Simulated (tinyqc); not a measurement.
# Thermal resistances of a two-die stack

Inverse problem. Heat leaves through the lower die only, and the system is linear. Find the resistance R1 from the lower die to the coolant, R2 between the dies, and the rise of the upper die when both are powered.

Values chosen for this exercise:
```
symbol  value  unit                 meaning
P1         31     W  power of the lower die
P2        7.9     W  power of the upper die
```

rises of the lower and upper die with only the lower one powered (K): 8.37  8.37
rises of the lower and upper die with only the upper one powered (K): 2.133  3.713

Answer. With only the lower die powered no heat crosses R2, so both dies rise by P1 R1; the difference in the second test is P2 R2; rises add.

R1 = 0.2700 K/W
R2 = 0.2000 K/W
rise of the upper die = 12.08 K

tinyqc, about 0.05 s, one thread, Intel Xeon 2.30GHz (shared host): `OMP_NUM_THREADS=1 python tinyqc.py 2162032 2162033 out.jsonl`
